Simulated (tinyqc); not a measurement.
Ion-assisted plasma etching: sheath, surface coverage, synergy and aspect-ratio dependence: one step, computed by the program tinyqc.

Radicals adsorb on bare sites; ions remove covered sites with a high yield and bare sites by sputtering; a slow spontaneous reaction acts everywhere, walls included.

Task: Rate at the floor of the feature. Transmission of a round hole: K = 1/(1 + 3A/4), walls that scatter diffusely without loss. With a loss probability S = s (1 - theta) at the floor, G_b/G_n = K/(K + S - K S); theta follows G_b, and the two are solved together. Ions are taken to reach the floor unshadowed; G_b replaces G_n in every term of the rate; A is depth over diameter. Steady coverage: s G_n (1 - theta) = x Y G_i theta; removal flux = Y G_i theta + Y_p G_i (1 - theta) + k_c G_n; rate = flux/N, 1 cm/s = 6e8 nm/min.

Inputs (values chosen for the exercise, close to those used for silicon dioxide in a fluorocarbon plasma):
```
quantity                                value    unit
gas temperature T_g                       400       K
sticking coefficient s                   0.11       -
radicals per removed unit x                 2       -
spontaneous reaction probability k_c  1.1e-05       -
solid density N                       2.2e+22  1/cm^3
aspect ratio A                            1.4       -
```

Feature: round hole.

yield Y = 1.779111

sputter yield Y_p = 0.07377817

ion flux G_i = 2.542124e+16 1/(cm^2 s)

radical flux G_n = 3.171275e+17 1/(cm^2 s)

vertical rate = 380.3073 nm/min

Give: transmission K; G_b/G_n; coverage at the floor; rate at the floor; floor rate over open-field rate.

Result:

transmission K = 0.48780

G_b/G_n = 0.92148

coverage at the floor = 0.26219

rate at the floor = 361.24 nm/min

floor rate over open-field rate = 0.94985

The lag is 5.0 %.
